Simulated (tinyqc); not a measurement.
Planar ballistic transistor, top-of-the-barrier model: one step of the calculation.

At the top of the source barrier, states moving towards the drain are filled by the source (Fermi level 0) and states moving back by the drain (Fermi level -q Vd); nothing scatters. U is the shift of the band edge there, set by the capacitances CG, CD and CS (the total) and by the charge. Parabolic two-dimensional band; the source is grounded.

Problem. Density of states, capacitances and charge at zero bias. N0 = gv m kB T/(pi hbar^2), CG = eps0 eox/tox, vT = sqrt(2 kB T/(pi m)), CS = CG/aG, n0 = n at U = 0 and Vd = 0. eta1 = -(E0 + U)/Vt, eta2 = eta1 - Vd/Vt, n = (N0/2)[F_0(eta1) + F_0(eta2)], F_0(x) = ln(1 + exp x). UL = -(aG Vg + aD Vd).

Values chosen for this exercise; mass and valleys close to those of gallium arsenide: temperature T = 350 K; effective mass m = 0.0694 m0; valley degeneracy gv = 1; relative permittivity of the gate insulator eox = 9; insulator thickness tox = 1.2 nm; gate control CG/CS aG = 0.92; drain control CD/CS aD = 0.079; band edge at the barrier top above the source Fermi level at zero bias E0 = 0.32 eV; gate voltage Vg = 0.6 V; drain voltage Vd = 0.6 V.

Constants: q = 1.602176634e-19 C, kB = 1.380649e-23 J/K, hbar = 1.054571817e-34 J s, m0 = 9.1093837015e-31 kg, Vt = kB T/q, eps0 = 8.8541878128e-14 F/cm where lengths are in cm. Results are converted to the units shown.

Wanted: N0; CG; CS; n0; UL.

Solution.

N0 = 8.7437e11 cm^-2
CG = 6.6406 uF/cm^2
CS = 7.2181 uF/cm^2
n0 = 2.1572e7 cm^-2
UL = -0.59940 eV

Program tinyqc, `OMP_NUM_THREADS=1 python tinyqc.py 2400113 2400114 out.jsonl`; Intel Xeon 2.30GHz, shared host, one thread, about 0.02 s.
